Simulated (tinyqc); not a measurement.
Where the wafer is too thin: surface photovoltage measurement of the minority-carrier diffusion length in a wafer. Computed by tinyqc, a small Python program. Command: `OMP_NUM_THREADS=1 python tinyqc.py 3130539 3130540 out.jsonl spv walk`. One thread of a shared host (Intel(R) Xeon(R) Processor @ 2.30GHz), about 0.01 s of CPU time with the checks.

Low injection, steady light, a depletion layer much thinner than 1/alpha and L. The excess density dn is taken at the front edge of the neutral region; light that reaches the back is lost.

Inputs (values chosen for the exercise, modelled on p-type silicon at room temperature):
```
quantity                            value        unit
wafer thickness W                     525  micrometre
diffusivity D                        26.3      cm^2/s
front recombination velocity S_f      170        cm/s
back recombination velocity S_b     11000        cm/s
photon flux entering              2.6e+12  1/(cm^2 s)
```

Method:
- alpha = (84.732/lambda - 76.417)^2 per cm with lambda in micrometre (an empirical fit for silicon between 0.7 and 1.05 micrometre).
- Thick wafer: dn = Phi L/((S_f + D/L)(L + 1/alpha)). Finite wafer, with s = S_b L/D, w = W/L, a = alpha L: dn = [Phi a/(a^2 - 1)] [a - B - exp(-alpha W)(a - s)/(cosh w + s sinh w)]/(S_f + B D/L), B = (sinh w + s cosh w)/(cosh w + s sinh w).
- Readings y = (Phi/dn) (1 + noise x g) at 780, 830, 880, 920, 950, 975 and 995 nm; a least-squares line y = c (1/alpha + L_app) gives L_app = intercept/slope.
- No noise; L is varied at fixed W, and the last two columns set S_b to 0 and to 1e7 cm/s.

Apparent length (micrometre):
```
L          W/L  given S_b  S_b = 0  S_b = 1e7
26.2    20.038      26.20     26.2      26.20
52.5    10.000      52.50     52.5      52.50
105.0    5.000     104.88    105.1     104.82
158.0    3.323     156.12    160.0     155.54
262.0    2.004     240.39    285.5     236.61
420.0    1.250     317.85    544.4     307.88
682.0    0.770     371.43   1138.2     355.29
1100.0   0.477     398.10   2285.1     378.32
2100.0   0.250     411.81   4582.0     390.02
```

What follows from these numbers?

With a fast back surface L_app levels off, at 390 micrometre in the last row; with a passive one it reaches up to 2.18 times L among these rows and is 4580 in the last. All three columns are within 5 % of L down to W/L = 3.3.

Extremes, crossings and ranges named in words are read from the listed rows.
